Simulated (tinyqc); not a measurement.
# A double barrier with mass mismatch, transfer matrices: two studies

One electron of energy E comes from the left lead (band edge 0); no transverse momentum. Parabolic bands, masses in units of m0, C = hbar^2/(2 m0); psi and psi'/m are continuous at every interface. Barrier d1, well Lw, barrier d2; the right lead equals the left one.

Inputs (values chosen for the exercise); masses and offsets of a made-up heterostructure:
```
symbol  value  unit                       meaning
mL      0.053    m0         mass in the left lead
U1       0.67    eV                barrier height
m1      0.062    m0                  barrier mass
d1        2.6    nm    width of the first barrier
Lw        4.3    nm  well width (edge 0, mass mL)
d2        1.9    nm   width of the second barrier
```

Constants: q = 1.602176634e-19 C, hbar = 1.054571817e-34 J s, m0 = 9.1093837015e-31 kg, hbar^2/(2 m0) = 0.0380998212 eV nm^2. Results are converted to the units shown.

Each table varies one quantity; the others keep the values above.

## Resonance against the width of both barriers

Both barriers are given the width d1. For the pair (psi, psi'/m) a flat layer has M = [[cos kd, (m/k) sin kd], [-(k/m) sin kd, cos kd]] with k = sqrt(m (E - U)/C) above its edge U, and M = [[cosh Kd, (m/K) sinh Kd], [(K/m) sinh Kd, cosh Kd]] with K = sqrt(m (U - E)/C) below it. The matrices are multiplied with later layers to the left. With M acting on (psi, psi'/m) and v = k/m in each lead, T(E) = 4 vL vR/[(vL vR M12 - M21)^2 + (vR M11 + vL M22)^2]. The lowest resonance is the first maximum of T(E); its width is the full width at half maximum, and tau = hbar/width.

The same in every row: peak T(E) = 1.000.

Result of one run:
```
d1 (nm)  E_r (eV)  width (meV)  tau (fs)
2.6        0.1617        2.824     233.1
```

What becomes of these results when the width of the first barrier d1 is changed from 2.6 to 3.12 nm, all else the same?

Result of the changed run:
```
d1 (nm)  E_r (eV)  width (meV)  tau (fs)
3.12       0.1621        1.099     598.9
```

The whole series:
```
d1 (nm)  E_r (eV)  width (meV)  tau (fs)
1.56       0.1577        18.82     34.98
2.08       0.1605        7.259     90.68
2.6        0.1617        2.824     233.1
3.12       0.1621        1.099     598.9
3.64       0.1623       0.4275      1540
4.16       0.1623       0.1662      3960
4.68       0.1624      0.06461   1.019e4
```

The width falls from 18.8 to 0.0646 meV and tau rises from 35.0 to 10200 fs, while the peak T(E) stays at 1 for this symmetric structure. Between the last two rows ln(width) falls by 1.82 a nanometre, against 2K = 1.82 1/nm at E_r.

## Resonance against the well width

Same model as above.

The last column is the lowest level of an infinitely deep well, C (pi/Lw)^2/mL.

Resonance against the well width:
```
Lw (nm)  E_r (eV)  peak T(E)  width (meV)  tau (fs)  infinite well (eV)
2.6        0.2852     0.7464        22.99     28.63               1.050
3.4        0.2137     0.7075        12.03     54.70              0.6137
4.3        0.1607     0.6794        6.467     101.8              0.3837
5.2        0.1251     0.6610        3.783     174.0              0.2624
6          0.1024     0.6495        2.480     265.4              0.1971
6.9       0.08348     0.6400        1.619     406.5              0.1490
7.7       0.07074     0.6337        1.148     573.1              0.1197
8.6       0.05959     0.6283       0.8062     816.4             0.09593
```

E_r falls from 0.285 to 0.0596 eV, as Lw^(-1.31) over the table, slower than the Lw^(-2) of an infinite well because the wave reaches into the barriers; E_r is 0.27 of the infinite-well level in the first row and 0.62 in the last. The width falls from 23.0 to 0.806 meV.

Range of the model: Masses are held fixed, although real bands cease to be parabolic a few tenths of an eV from their edges (inside a barrier too).

Program tinyqc, `OMP_NUM_THREADS=1 python tinyqc.py 2560019 2560020 out.jsonl`; Intel Xeon 2.30GHz, shared host, one thread, about 0.06 s.
